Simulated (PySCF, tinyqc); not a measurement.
RHF in the 6-311g basis, for H2, spin multiplicity 1, step by step. The lowest restricted solution is unstable here: a spin-polarised one lies 0.0055 hartree lower (PySCF). One step of it, computed by the program tinyqc.

Question. Iteration 1: building the Fock matrix. J_ij = sum D_kl (ij|kl), K_ij = sum D_kl (ik|jl); F = H + J - 0.5 K; E = tr D H + tr D J / 2 - 0.25 tr D K + E_nn.

D at the start, order 1H 1s, 1H 2s, 1H 3s, 2H 1s, 2H 2s, 2H 3s:
```
[[0.057591, 0.138022, 0.031635, 0.057591, 0.138022, 0.031635],
 [0.138022, 0.330779, 0.075815, 0.138022, 0.330779, 0.075815],
 [0.031635, 0.075815, 0.017377, 0.031635, 0.075815, 0.017377],
 [0.057591, 0.138022, 0.031635, 0.057591, 0.138022, 0.031635],
 [0.138022, 0.330779, 0.075815, 0.138022, 0.330779, 0.075815],
 [0.031635, 0.075815, 0.017377, 0.031635, 0.075815, 0.017377]]
```

core Hamiltonian H = T + V (hartree), order 1H 1s, 1H 2s, 1H 3s, 2H 1s, 2H 2s, 2H 3s:
```
[[-0.204626, -0.792655, -0.557312, -0.082660, -0.257181, -0.331058],
 [-0.792655, -0.818384, -0.705572, -0.257181, -0.427762, -0.495163],
 [-0.557312, -0.705572, -0.712636, -0.331058, -0.495163, -0.579435],
 [-0.082660, -0.257181, -0.331058, -0.204626, -0.792655, -0.557312],
 [-0.257181, -0.427762, -0.495163, -0.792655, -0.818384, -0.705572],
 [-0.331058, -0.495163, -0.579435, -0.557312, -0.705572, -0.712636]]
```

Two-electron integrals (ij|kl) in chemists' order, unique and non-zero (hartree):
```
(11|11) 1.393035   (21|11) 0.822971   (21|21) 0.509703   (22|11) 0.822904
(22|21) 0.543028   (22|22) 0.644106   (31|11) 0.411256   (31|21) 0.257757
(31|22) 0.279868   (31|31) 0.130794   (32|11) 0.543681   (32|21) 0.365771
(32|22) 0.452669   (32|31) 0.189803   (32|32) 0.325140   (33|11) 0.494021
(33|21) 0.340115   (33|22) 0.445993   (33|31) 0.178035   (33|32) 0.331779
(33|33) 0.361682   (41|11) 0.014739   (41|21) 0.009956   (41|22) 0.012201
(41|31) 0.005165   (41|32) 0.008650   (41|33) 0.008584   (41|41) 0.000448
(42|11) 0.069117   (42|21) 0.048409   (42|22) 0.065449   (42|31) 0.025486
(42|32) 0.049091   (42|33) 0.053363   (42|41) 0.002468   (42|42) 0.019022
(43|11) 0.088271   (43|21) 0.062123   (43|22) 0.085768   (43|31) 0.032788
(43|32) 0.065462   (43|33) 0.073746   (43|41) 0.003102   (43|42) 0.026639
(43|43) 0.039335   (44|11) 0.397850   (44|21) 0.280912   (44|22) 0.393964
(44|31) 0.148532   (44|32) 0.304434   (44|33) 0.350236   (44|41) 0.014739
(44|42) 0.145580   (44|43) 0.223050   (44|44) 1.393035   (51|11) 0.145580
(51|21) 0.092083   (51|22) 0.101425   (51|31) 0.046848   (51|32) 0.069135
(51|33) 0.065266   (51|41) 0.002468   (51|42) 0.012096   (51|43) 0.015260
(51|44) 0.069117   (51|51) 0.019022   (52|11) 0.228763   (52|21) 0.155360
(52|22) 0.196088   (52|31) 0.080881   (52|32) 0.142185   (52|33) 0.147170
(52|41) 0.005533   (52|42) 0.034779   (52|43) 0.046911   (52|44) 0.228763
(52|51) 0.034779   (52|52) 0.082235   (53|11) 0.227087   (53|21) 0.157355
(53|22) 0.209375   (53|31) 0.082562   (53|32) 0.156929   (53|33) 0.172959
(53|41) 0.005984   (53|42) 0.043442   (53|43) 0.062451   (53|44) 0.317521
(53|51) 0.035657   (53|52) 0.095227   (53|53) 0.121197   (54|11) 0.280912
(54|21) 0.198165   (54|22) 0.276602   (54|31) 0.104722   (54|32) 0.213098
(54|33) 0.244677   (54|41) 0.009956   (54|42) 0.092083   (54|43) 0.140150
(54|44) 0.822971   (54|51) 0.048409   (54|52) 0.155360   (54|53) 0.214483
(54|54) 0.509703   (55|11) 0.393964   (55|21) 0.276602   (55|22) 0.380982
(55|31) 0.145878   (55|32) 0.291713   (55|33) 0.334194   (55|41) 0.012201
(55|42) 0.101425   (55|43) 0.152801   (55|44) 0.822904   (55|51) 0.065449
(55|52) 0.196088   (55|53) 0.267962   (55|54) 0.543028   (55|55) 0.644106
(61|11) 0.223050   (61|21) 0.140150   (61|22) 0.152801   (61|31) 0.071169
(61|32) 0.103787   (61|33) 0.097546   (61|41) 0.003102   (61|42) 0.015260
(61|43) 0.019501   (61|44) 0.088271   (61|51) 0.026639   (61|52) 0.046911
(61|53) 0.047954   (61|54) 0.062123   (61|55) 0.085768   (61|61) 0.039335
(62|11) 0.317521   (62|21) 0.214483   (62|22) 0.267962   (62|31) 0.111462
(62|32) 0.193480   (62|33) 0.199209   (62|41) 0.005984   (62|42) 0.035657
(62|43) 0.047954   (62|44) 0.227087   (62|51) 0.043442   (62|52) 0.095227
(62|53) 0.107876   (62|54) 0.157355   (62|55) 0.209375   (62|61) 0.062451
(62|62) 0.121197   (63|11) 0.324124   (63|21) 0.224190   (63|22) 0.297742
(63|31) 0.117569   (63|32) 0.223400   (63|33) 0.247978   (63|41) 0.006825
(63|42) 0.046434   (63|43) 0.066178   (63|44) 0.324124   (63|51) 0.046434
(63|52) 0.115199   (63|53) 0.143580   (63|54) 0.224190   (63|55) 0.297742
(63|61) 0.066178   (63|62) 0.143580   (63|63) 0.189003   (64|11) 0.148532
(64|21) 0.104722   (64|22) 0.145878   (64|31) 0.055326   (64|32) 0.112264
(64|33) 0.128825   (64|41) 0.005165   (64|42) 0.046848   (64|43) 0.071169
(64|44) 0.411256   (64|51) 0.025486   (64|52) 0.080881   (64|53) 0.111462
(64|54) 0.257757   (64|55) 0.279868   (64|61) 0.032788   (64|62) 0.082562
(64|63) 0.117569   (64|64) 0.130794   (65|11) 0.304434   (65|21) 0.213098
(65|22) 0.291713   (65|31) 0.112264   (65|32) 0.222925   (65|33) 0.255748
(65|41) 0.008650   (65|42) 0.069135   (65|43) 0.103787   (65|44) 0.543681
(65|51) 0.049091   (65|52) 0.142185   (65|53) 0.193480   (65|54) 0.365771
(65|55) 0.452669   (65|61) 0.065462   (65|62) 0.156929   (65|63) 0.223400
(65|64) 0.189803   (65|65) 0.325140   (66|11) 0.350236   (66|21) 0.244677
(66|22) 0.334194   (66|31) 0.128825   (66|32) 0.255748   (66|33) 0.296586
(66|41) 0.008584   (66|42) 0.065266   (66|43) 0.097546   (66|44) 0.494021
(66|51) 0.053363   (66|52) 0.147170   (66|53) 0.199209   (66|54) 0.340115
(66|55) 0.445993   (66|61) 0.073746   (66|62) 0.172959   (66|63) 0.247978
(66|64) 0.178035   (66|65) 0.331779   (66|66) 0.361682
```

nuclear repulsion = 0.39787760 hartree

Give: Coulomb J; exchange K; Fock matrix F; total energy of this density.

Answer.

Coulomb J (hartree), order 1H 1s, 1H 2s, 1H 3s, 2H 1s, 2H 2s, 2H 3s:
```
[[1.3149, 0.8706, 0.4502, 0.0264, 0.1791, 0.2536],
 [0.8706, 1.0638, 0.7666, 0.1791, 0.4134, 0.4960],
 [0.4502, 0.7666, 0.7950, 0.2536, 0.4960, 0.6104],
 [0.0264, 0.1791, 0.2536, 1.3149, 0.8706, 0.4502],
 [0.1791, 0.4134, 0.4960, 0.8706, 1.0638, 0.7666],
 [0.2536, 0.4960, 0.6104, 0.4502, 0.7666, 0.7950]]
```

exchange K (hartree), order 1H 1s, 1H 2s, 1H 3s, 2H 1s, 2H 2s, 2H 3s:
```
[[0.7061, 0.7119, 0.5239, 0.2757, 0.4311, 0.4274],
 [0.7119, 0.8283, 0.6574, 0.4311, 0.6162, 0.5778],
 [0.5239, 0.6574, 0.5534, 0.4274, 0.5778, 0.5212],
 [0.2757, 0.4311, 0.4274, 0.7061, 0.7119, 0.5239],
 [0.4311, 0.6162, 0.5778, 0.7119, 0.8283, 0.6574],
 [0.4274, 0.5778, 0.5212, 0.5239, 0.6574, 0.5534]]
```

Fock matrix F (hartree), order 1H 1s, 1H 2s, 1H 3s, 2H 1s, 2H 2s, 2H 3s:
```
[[0.7572, -0.2780, -0.3691, -0.1941, -0.2937, -0.2911],
 [-0.2780, -0.1687, -0.2677, -0.2937, -0.3225, -0.2880],
 [-0.3691, -0.2677, -0.1943, -0.2911, -0.2880, -0.2296],
 [-0.1941, -0.2937, -0.2911, 0.7572, -0.2780, -0.3691],
 [-0.2937, -0.3225, -0.2880, -0.2780, -0.1687, -0.2677],
 [-0.2911, -0.2880, -0.2296, -0.3691, -0.2677, -0.1943]]
```

total energy of this density = -1.002655 hartree
